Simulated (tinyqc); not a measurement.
Inside a calculation. Model: Frenkel-Kontorova chain: a misfit dislocation (kink) in a monolayer on a periodic substrate. Computed by tinyqc, a small Python program that keeps every step. Command: `OMP_NUM_THREADS=1 python tinyqc.py 3031682 3031683 out.jsonl fkchain walk`. One thread of a shared host (Intel(R) Xeon(R) Processor @ 2.30GHz), about 0.03 s of CPU time with the checks. Intermediate numbers are printed to about 6 digits and carried at full precision; extremes and crossings named in words are read from the listed rows.

E = sum_j [(k/2)(x_(j+1) - x_j - b)^2 + (W/2)(1 - cos(2 pi x_j/a))], x_j = a (j + u_j). A kink takes u from 0 to 1: the chain is stretched by one period and has one atom fewer than wells.

Inputs (values chosen for the exercise, for a model overlayer): spring constant k = 3.14 eV/angstrom^2; substrate period a = 3.79 angstrom; corrugation W = 2.95 eV; misfit f = (b - a)/a = 0.17; atoms on each side n = 10; atomic mass M = 51.1 u.

Relaxation: Newton steps.

Constants: nu for 1 eV/(angstrom^2 u) = 15.6333042 THz.

## Continuum limit

l0 = sqrt(k a^2/(2 W)); kink u(j) = (2/pi) arctan exp(pi j/l0); kink energy at f = 0: E0 = (4/pi) W l0; with misfit E0 - k a^2 f; kinks become favourable at f_c = 2/(pi l0), and a coherent chain with free ends loses stability at f_m = 1/l0. Lowest vibration of the flat chain: nu0 = 15.6333042 THz x sqrt(2 pi^2 W/(a^2 M)).

kink width l0 = 2.76489

kink energy E0 = 10.3851 eV

kink energy with misfit = 2.71753 eV

critical misfit f_c = 0.230251

limit f_m = 0.361678

gap frequency nu0 = 4.40329 THz

f < f_c: the layer stays in register. Caution: a corrugation above 1 eV is larger than real overlayers usually show; it is chosen to keep the kink narrow. Caution: for l0 below about 3 the kink spans few atoms, and the continuum kink energy is off by about 2 per cent or more.

## Start between two atoms

Discrete chain at f = 0, ends held at u = 0 and 1: E = (k a^2/2) sum (u_(j+1) - u_j)^2 + (W/2) sum (1 - cos 2 pi u_j), gradient g_j = k a^2 (2 u_j - u_(j-1) - u_(j+1)) + pi W sin(2 pi u_j), Hessian 2 k a^2 + 2 pi^2 W cos(2 pi u_j) on the diagonal and -k a^2 beside it. Free atoms j = -n..n-1 start from the continuum shape centred half-way, at j + 1/2.

u at the start: [0.000013, 0.000041, 0.000127, 0.000395, 0.001230, 0.003831, 0.011932, 0.037130, 0.114541, 0.328171, 0.671829, 0.885459, 0.962870, 0.988068, 0.996169, 0.998770, 0.999605, 0.999873, 0.999959, 0.999987]

E at the start = 10.1861 eV

gradient (eV): [0.00010, -0.00027, -0.00083, -0.00258, -0.00804, -0.02502, -0.07701, -0.21241, -0.03516, 2.30742, -2.30742, 0.03516, 0.21241, 0.07701, 0.02502, 0.00804, 0.00258, 0.00083, 0.00027, -0.00010]

## Relaxation

Start as above (continuum shape at j + 1/2, j = -n..n-1, l0 = sqrt(k a^2/(2 W))). u(new) = u - H^-1 g; stop when the largest gradient is below 1e-9 eV.

Course:
```
step   E (eV)  largest gradient (eV)
1     10.1861            2.30742e+00
2     10.1308            1.03011e-01
3     10.1306            1.97450e-04
4     10.1306            7.54664e-10
```

relaxed u: [0.000016, 0.000054, 0.000161, 0.000477, 0.001408, 0.004157, 0.012272, 0.036216, 0.106515, 0.304293, 0.695707, 0.893485, 0.963784, 0.987728, 0.995843, 0.998592, 0.999523, 0.999839, 0.999946, 0.999984]

energy, centre between atoms = 10.1306 eV

last gradient = 7.54664e-10 eV

Converged; the discrete energy is 0.9755 of the continuum value, which puts the discrete f_c = E/(k a^2) at 0.2246.

## Peierls barrier

Repeat by Newton steps with an atom at the centre (j = -n..n, u_0 = 1/2). Barrier = difference of the two energies; the lowest Hessian eigenvalue tells minimum from saddle.

energy, centre on an atom = 10.2211 eV

Peierls barrier = 90.4075 meV

lowest eigenvalue, between atoms = 7.44441 eV

lowest eigenvalue, on an atom = -6.93074 eV

The atom-centred kink, with an atom on top of the corrugation, is a saddle and the other a minimum. The barrier is 3.1 % of W, what one atom alone would climb.

## Kink density above f_c

Frank and van der Merwe: the modulus q solves f = 2 E(q)/(pi l0 q), and the kinks per atom are pi/(2 l0 q K(q)), with the complete elliptic integrals K and E; strain left = f - density (for f above f_c = 2/(pi l0)).

Continuum ground state:
```
f              q  kinks per atom  strain left
0.2314  0.999002        0.126467     0.104933
0.2349  0.995234        0.153432     0.081468
0.2418  0.986640        0.179068     0.062732
0.2533  0.970701        0.206141     0.047159
0.2763  0.936218        0.244763     0.031537
0.3224  0.865399        0.304694     0.017706
0.3914  0.767373        0.382072     0.009328
0.5066  0.635263        0.502423     0.004177
```

0.50 % above f_c the density is already 0.55 of f: kinks repel only exponentially, so they flood in, as 1/|ln(f - f_c)|. At 2.2 f_c they take up 99.2 % of the misfit and the layer floats nearly free.

Checks made by the program: energy against a quasi-Newton minimiser (relative difference below 1e-10).
